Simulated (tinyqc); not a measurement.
Tight binding, kagome lattice, step by step. One step of it, computed by the program tinyqc.

Task: Bloch Hamiltonian at K. H_AB = -t1 - t2 exp(-i k.a1), H_AC = -t1 - t2 exp(-i k.a2), H_BC = -t1 - t2 exp(i k.(a1 - a2)), H_CC = delta.

Parameters chosen for this model:

| parameter | value | unit |
|---|---|---|
| t1 | 0.690000 | eV, up triangles |
| t2 | 0.690000 | eV, down triangles |
| delta | -0.570000 | eV on site C |

k point K (fractions of the reciprocal vectors): 0.333333  0.666667

Give: H(k) at K.

Result:

H(k) at K (eV):
```
                 A                B                C
A           0.0000  -0.3450+0.5976i  -0.3450-0.5976i
B  -0.3450-0.5976i           0.0000  -0.3450+0.5976i
C  -0.3450+0.5976i  -0.3450-0.5976i          -0.5700
```
